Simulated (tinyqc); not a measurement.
From results back to parameters: special k points of the fcc lattice. Three cases, with inputs chosen for the exercise.

Problem. E(k) = -sqrt(D^2 + (e0 - t A_1(k))^2) with A_1 = 12 at Gamma and A_1 = 0 at b1/2; t > 0 and D > 0 are hidden.

Case 1.

Values chosen: e0 = 0.73 eV (offset).
E at Gamma = -1.921302 eV
E at b1/2 = -1.198082 eV

Case 2.

Values chosen: e0 = 0.68 eV (offset).
E at Gamma = -2.555484 eV
E at b1/2 = -2.008606 eV

Case 3.

Values chosen: e0 = 1.73 eV (offset).
E at Gamma = -3.206275 eV
E at b1/2 = -2.562226 eV

Find: t; D.

Solution. The difference of the squares is 144 t^2 - 24 e0 t; it is positive, so the quadratic has one positive root t; D^2 follows from either energy.

Case 1.

t = 0.200 eV
D = 0.950 eV

Case 2.

t = 0.200 eV
D = 1.890 eV

Case 3.

t = 0.360 eV
D = 1.890 eV

Computed by tinyqc, one run a case: `OMP_NUM_THREADS=1 python tinyqc.py N N+1 out.jsonl` with N = 1650062, 1650122, 1650143; one thread of a shared Intel(R) Xeon(R) Processor @ 2.30GHz, about 0.2 s a run at most.
